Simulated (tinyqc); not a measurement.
Inside a calculation. Method: CCSD on RHF in the sto-6g basis, for H6, spin multiplicity 1. One step of it, computed by the program tinyqc.

Task: Integrals over molecular orbitals. (pq|rs) = sum C_ip C_jq C_kr C_ls (ij|kl), one index at a time.

coefficients C:
```
,MO1,MO2,MO3,MO4,MO5,MO6
1H 1s,0.196848,-0.372388,-0.386475,0.618985,-0.775444,0.524683
2H 1s,0.264593,-0.402040,-0.289928,-0.428248,0.862509,-0.785150
3H 1s,0.368953,-0.078036,0.429782,-0.643541,-0.231210,1.055037
4H 1s,0.368733,0.078394,0.429944,0.643752,-0.231986,-1.054330
5H 1s,0.263917,0.402719,-0.289590,0.428039,0.863515,0.783570
6H 1s,0.196362,0.373032,-0.386058,-0.618593,-0.776372,-0.523704
```

core Hamiltonian H = T + V (hartree), lower triangle:
```
,1H 1s,2H 1s,3H 1s,4H 1s,5H 1s,6H 1s
1H 1s,-1.732919
2H 1s,-1.317450,-2.029144
3H 1s,-0.262533,-0.893465,-2.177877
4H 1s,-0.064451,-0.273943,-1.482318,-2.177617
5H 1s,-0.006240,-0.031939,-0.273470,-0.892146,-2.028700
6H 1s,-0.001061,-0.006240,-0.064329,-0.262072,-1.317283,-1.732734
```

Two-electron integrals (ij|kl) in chemists' order, unique and non-zero (hartree):
```
i,j,k,l,(ij|kl)
1,1,1,1,0.774999
2,1,1,1,0.388072
2,1,2,1,0.234766
2,2,1,1,0.532346
2,2,2,1,0.388072
2,2,2,2,0.774999
3,1,1,1,0.048338
3,1,2,1,0.032450
3,1,2,2,0.061161
3,1,3,1,0.005628
3,2,1,1,0.133280
3,2,2,1,0.100567
3,2,2,2,0.214940
3,2,3,1,0.020536
3,2,3,2,0.082957
3,3,1,1,0.254225
3,3,2,1,0.189082
3,3,2,2,0.408660
3,3,3,1,0.048338
3,3,3,2,0.214940
3,3,3,3,0.774999
4,1,1,1,0.009336
4,1,2,1,0.006350
4,1,2,2,0.012177
4,1,3,1,0.001192
4,1,3,2,0.004528
4,1,3,3,0.012177
4,1,4,1,0.000270
4,2,1,1,0.031065
4,2,2,1,0.022965
4,2,2,2,0.048338
4,2,3,1,0.004987
4,2,3,2,0.020536
4,2,3,3,0.061161
4,2,4,1,0.001192
4,2,4,2,0.005628
4,3,1,1,0.126450
4,3,2,1,0.090871
4,3,2,2,0.189082
4,3,3,1,0.022965
4,3,3,2,0.100567
4,3,3,3,0.388072
4,3,4,1,0.006350
4,3,4,2,0.032450
4,3,4,3,0.234766
4,4,1,1,0.181329
4,4,2,1,0.126450
4,4,2,2,0.254225
4,4,3,1,0.031065
4,4,3,2,0.133280
4,4,3,3,0.532346
4,4,4,1,0.009336
4,4,4,2,0.048338
4,4,4,3,0.388072
4,4,4,4,0.774999
5,1,1,1,0.000682
5,1,2,1,0.000472
5,1,2,2,0.000919
5,1,3,1,0.000094
5,1,3,2,0.000367
5,1,3,3,0.001066
5,1,4,1,0.000023
5,1,4,2,0.000104
5,1,4,3,0.000610
5,1,4,4,0.000998
5,1,5,1,2.08e-06
5,2,1,1,0.002831
5,2,2,1,0.002039
5,2,2,2,0.004192
5,2,3,1,0.000451
5,2,3,2,0.001853
5,2,3,3,0.005839
5,2,4,1,0.000114
5,2,4,2,0.000548
5,2,4,3,0.003454
5,2,4,4,0.005840
5,2,5,1,0.000011
5,2,5,2,0.000061
5,3,1,1,0.018410
5,3,2,1,0.012791
5,3,2,2,0.025605
5,3,3,1,0.003058
5,3,3,2,0.012930
5,3,3,3,0.048246
5,3,4,1,0.000869
5,3,4,2,0.004382
5,3,4,3,0.032390
5,3,4,4,0.061050
5,3,5,1,0.000094
5,3,5,2,0.000547
5,3,5,3,0.005608
5,4,1,1,0.055735
5,4,2,1,0.037773
5,4,2,2,0.073448
5,4,3,1,0.008700
5,4,3,2,0.035882
5,4,3,3,0.133068
5,4,4,1,0.002567
5,4,4,2,0.012934
5,4,4,3,0.100405
5,4,4,4,0.214592
5,4,5,1,0.000309
5,4,5,2,0.001850
5,4,5,3,0.020472
5,4,5,4,0.082718
5,5,1,1,0.127420
5,5,2,1,0.084408
5,5,2,2,0.159820
5,5,3,1,0.018436
5,5,3,2,0.073530
5,5,3,3,0.254105
5,5,4,1,0.005241
5,5,4,2,0.025639
5,5,4,3,0.188976
5,5,4,4,0.408393
5,5,5,1,0.000682
5,5,5,2,0.004192
5,5,5,3,0.048246
5,5,5,4,0.214592
5,5,5,5,0.774999
6,1,1,1,0.000094
6,1,2,1,0.000066
6,1,2,2,0.000130
6,1,3,1,0.000014
6,1,3,2,0.000055
6,1,3,3,0.000168
6,1,4,1,3.45e-06
6,1,4,2,0.000016
6,1,4,3,0.000099
6,1,4,4,0.000168
6,1,5,1,3.32e-07
6,1,5,2,1.81e-06
6,1,5,3,0.000016
6,1,5,4,0.000055
6,1,5,5,0.000130
6,1,6,1,5.46e-08
6,2,1,1,0.000474
6,2,2,1,0.000336
6,2,2,2,0.000682
6,2,3,1,0.000075
6,2,3,2,0.000309
6,2,3,3,0.000998
6,2,4,1,0.000020
6,2,4,2,0.000094
6,2,4,3,0.000610
6,2,4,4,0.001066
6,2,5,1,1.97e-06
6,2,5,2,0.000011
6,2,5,3,0.000104
6,2,5,4,0.000367
6,2,5,5,0.000919
6,2,6,1,3.32e-07
6,2,6,2,2.08e-06
6,3,1,1,0.003891
6,3,2,1,0.002661
6,3,2,2,0.005233
6,3,3,1,0.000618
6,3,3,2,0.002565
6,3,3,3,0.009318
6,3,4,1,0.000174
6,3,4,2,0.000869
6,3,4,3,0.006337
6,3,4,4,0.012152
6,3,5,1,0.000019
6,3,5,2,0.000114
6,3,5,3,0.001188
6,3,5,4,0.004513
6,3,5,5,0.012152
6,3,6,1,3.45e-06
6,3,6,2,0.000023
6,3,6,3,0.000269
6,4,1,1,0.014367
6,4,2,1,0.009610
6,4,2,2,0.018410
6,4,3,1,0.002148
6,4,3,2,0.008697
6,4,3,3,0.031008
6,4,4,1,0.000618
6,4,4,2,0.003058
6,4,4,3,0.022922
6,4,4,4,0.048246
6,4,5,1,0.000075
6,4,5,2,0.000450
6,4,5,3,0.004970
6,4,5,4,0.020472
6,4,5,5,0.061050
6,4,6,1,0.000014
6,4,6,2,0.000094
6,4,6,3,0.001188
6,4,6,4,0.005608
6,5,1,1,0.068812
6,5,2,1,0.045111
6,5,2,2,0.084408
6,5,3,1,0.009624
6,5,3,2,0.037816
6,5,3,3,0.126399
6,5,4,1,0.002665
6,5,4,2,0.012808
6,5,4,3,0.090828
6,5,4,4,0.188976
6,5,5,1,0.000336
6,5,5,2,0.002039
6,5,5,3,0.022922
6,5,5,4,0.100405
6,5,5,5,0.388072
6,5,6,1,0.000066
6,5,6,2,0.000472
6,5,6,3,0.006337
6,5,6,4,0.032390
6,5,6,5,0.234766
6,6,1,1,0.105941
6,6,2,1,0.068812
6,6,2,2,0.127420
6,6,3,1,0.014388
6,6,3,2,0.055800
6,6,3,3,0.181267
6,6,4,1,0.003897
6,6,4,2,0.018436
6,6,4,3,0.126399
6,6,4,4,0.254105
6,6,5,1,0.000474
6,6,5,2,0.002831
6,6,5,3,0.031008
6,6,5,4,0.133068
6,6,5,5,0.532346
6,6,6,1,0.000094
6,6,6,2,0.000682
6,6,6,3,0.009318
6,6,6,4,0.048246
6,6,6,5,0.388072
6,6,6,6,0.774999
```

Give: one-electron integrals over orbitals h = C^T H C; Two-electron integrals over orbitals.

Result:

one-electron integrals over orbitals h = C^T H C (hartree), lower triangle:
```
,1,2,3,4,5,6
1,-2.242
2,0.000,-2.024
3,-0.138,0.000,-2.010
4,0.000,-0.163,0.000,-1.612
5,-0.075,0.000,0.145,0.000,-1.307
6,0.000,-0.061,0.000,0.150,0.000,-1.189
```

Two-electron integrals over orbitals (pq|rs), unique and non-zero (hartree):
```
p,q,r,s,(pq|rs)
1,1,1,1,0.413
2,1,1,1,-2.18e-04
2,1,2,1,0.128
2,2,1,1,0.327
2,2,2,1,2.84e-04
2,2,2,2,0.389
3,1,1,1,0.081
3,1,2,1,1.90e-04
3,1,2,2,-0.056
3,1,3,1,0.129
3,2,1,1,2.68e-04
3,2,2,1,-0.125
3,2,2,2,-3.56e-04
3,2,3,1,-8.04e-05
3,2,3,2,0.143
3,3,1,1,0.386
3,3,2,1,-1.01e-04
3,3,2,2,0.344
3,3,3,1,0.045
3,3,3,2,1.58e-04
3,3,3,3,0.387
4,1,1,1,-1.44e-04
4,1,2,1,0.036
4,1,2,2,3.88e-05
4,1,3,1,-2.03e-05
4,1,3,2,3.87e-03
4,1,3,3,8.73e-07
4,1,4,1,0.081
4,2,1,1,0.056
4,2,2,1,2.83e-05
4,2,2,2,-3.08e-03
4,2,3,1,0.050
4,2,3,2,4.36e-05
4,2,3,3,0.015
4,2,4,1,-1.97e-05
4,2,4,2,0.071
4,3,1,1,-5.54e-05
4,3,2,1,0.061
4,3,2,2,1.28e-04
4,3,3,1,1.39e-04
4,3,3,2,-0.060
4,3,3,3,-2.96e-05
4,3,4,1,0.016
4,3,4,2,5.13e-05
4,3,4,3,0.076
4,4,1,1,0.384
4,4,2,1,-5.92e-05
4,4,2,2,0.343
4,4,3,1,0.041
4,4,3,2,1.01e-04
4,4,3,3,0.375
4,4,4,1,-2.46e-05
4,4,4,2,0.024
4,4,4,3,-8.26e-06
4,4,4,4,0.389
5,1,1,1,0.009
5,1,2,1,-3.84e-05
5,1,2,2,0.027
5,1,3,1,-0.023
5,1,3,2,-6.36e-06
5,1,3,3,-0.010
5,1,4,1,-9.57e-05
5,1,4,2,0.039
5,1,4,3,9.62e-06
5,1,4,4,1.56e-04
5,1,5,1,0.048
5,2,1,1,-9.27e-06
5,2,2,1,0.022
5,2,2,2,7.22e-05
5,2,3,1,-3.18e-07
5,2,3,2,4.73e-03
5,2,3,3,1.32e-05
5,2,4,1,0.056
5,2,4,2,1.41e-04
5,2,4,3,-0.038
5,2,4,4,1.46e-05
5,2,5,1,5.15e-05
5,2,5,2,0.088
5,3,1,1,-0.064
5,3,2,1,-3.09e-05
5,3,2,2,-2.64e-03
5,3,3,1,-0.054
5,3,3,2,-2.99e-05
5,3,3,3,-0.029
5,3,4,1,3.58e-05
5,3,4,2,-0.067
5,3,4,3,-7.28e-05
5,3,4,4,-0.024
5,3,5,1,-0.034
5,3,5,2,-1.04e-04
5,3,5,3,0.072
5,4,1,1,-2.77e-04
5,4,2,1,0.125
5,4,2,2,3.42e-04
5,4,3,1,7.77e-05
5,4,3,2,-0.137
5,4,3,3,-1.60e-04
5,4,4,1,0.005
5,4,4,2,-3.61e-05
5,4,4,3,0.061
5,4,4,4,-1.12e-04
5,4,5,1,4.10e-06
5,4,5,2,-2.07e-03
5,4,5,3,2.93e-05
5,4,5,4,0.147
5,5,1,1,0.341
5,5,2,1,1.91e-04
5,5,2,2,0.392
5,5,3,1,-0.045
5,5,3,2,-2.48e-04
5,5,3,3,0.355
5,5,4,1,2.34e-05
5,5,4,2,2.06e-03
5,5,4,3,9.14e-05
5,5,4,4,0.364
5,5,5,1,0.027
5,5,5,2,6.58e-05
5,5,5,3,-0.006
5,5,5,4,2.56e-04
5,5,5,5,0.416
6,1,1,1,1.46e-05
6,1,2,1,-1.86e-03
6,1,2,2,-3.98e-05
6,1,3,1,6.53e-05
6,1,3,2,-0.014
6,1,3,3,-1.94e-06
6,1,4,1,-0.029
6,1,4,2,-4.97e-05
6,1,4,3,-0.051
6,1,4,4,2.97e-06
6,1,5,1,-5.96e-05
6,1,5,2,0.031
6,1,5,3,5.91e-05
6,1,5,4,0.011
6,1,5,5,-4.53e-05
6,1,6,1,0.066
6,2,1,1,0.015
6,2,2,1,-2.28e-05
6,2,2,2,0.032
6,2,3,1,-0.020
6,2,3,2,-1.09e-05
6,2,3,3,1.46e-03
6,2,4,1,-6.71e-05
6,2,4,2,0.036
6,2,4,3,-1.47e-06
6,2,4,4,-3.28e-04
6,2,5,1,0.044
6,2,5,2,8.50e-05
6,2,5,3,-0.038
6,2,5,4,9.08e-06
6,2,5,5,0.031
6,2,6,1,-4.75e-05
6,2,6,2,0.047
6,3,1,1,1.45e-04
6,3,2,1,-0.040
6,3,2,2,-4.17e-05
6,3,3,1,8.82e-07
6,3,3,2,4.81e-03
6,3,3,3,1.68e-05
6,3,4,1,-0.078
6,3,4,2,9.08e-06
6,3,4,3,-0.018
6,3,4,4,1.31e-05
6,3,5,1,9.01e-05
6,3,5,2,-0.056
6,3,5,3,-3.25e-05
6,3,5,4,-4.59e-03
6,3,5,5,-2.53e-05
6,3,6,1,0.029
6,3,6,2,7.19e-05
6,3,6,3,0.083
6,4,1,1,-0.083
6,4,2,1,-1.37e-04
6,4,2,2,0.048
6,4,3,1,-0.123
6,4,3,2,2.70e-05
6,4,3,3,-0.046
6,4,4,1,2.63e-05
6,4,4,2,-0.052
6,4,4,3,-1.17e-04
6,4,4,4,-0.046
6,4,5,1,0.019
6,4,5,2,-2.26e-07
6,4,5,3,0.055
6,4,5,4,-3.13e-05
6,4,5,5,0.049
6,4,6,1,-5.87e-05
6,4,6,2,0.019
6,4,6,3,-1.17e-05
6,4,6,4,0.133
6,5,1,1,-2.18e-04
6,5,2,1,0.131
6,5,2,2,2.98e-04
6,5,3,1,1.91e-04
6,5,3,2,-0.128
6,5,3,3,-9.98e-05
6,5,4,1,0.037
6,5,4,2,2.79e-05
6,5,4,3,0.064
6,5,4,4,-5.65e-05
6,5,5,1,-4.00e-05
6,5,5,2,0.023
6,5,5,3,-3.29e-05
6,5,5,4,0.135
6,5,5,5,2.17e-04
6,5,6,1,-2.96e-03
6,5,6,2,-2.38e-05
6,5,6,3,-0.044
6,5,6,4,-1.52e-04
6,5,6,5,0.147
6,6,1,1,0.440
6,6,2,1,-1.78e-04
6,6,2,2,0.348
6,6,3,1,0.088
6,6,3,2,2.38e-04
6,6,3,3,0.414
6,6,4,1,-1.40e-04
6,6,4,2,0.062
6,6,4,3,-3.41e-05
6,6,4,4,0.420
6,6,5,1,0.010
6,6,5,2,2.41e-06
6,6,5,3,-0.072
6,6,5,4,-2.55e-04
6,6,5,5,0.374
6,6,6,1,1.54e-05
6,6,6,2,0.017
6,6,6,3,1.48e-04
6,6,6,4,-0.097
6,6,6,5,-1.93e-04
6,6,6,6,0.495
```
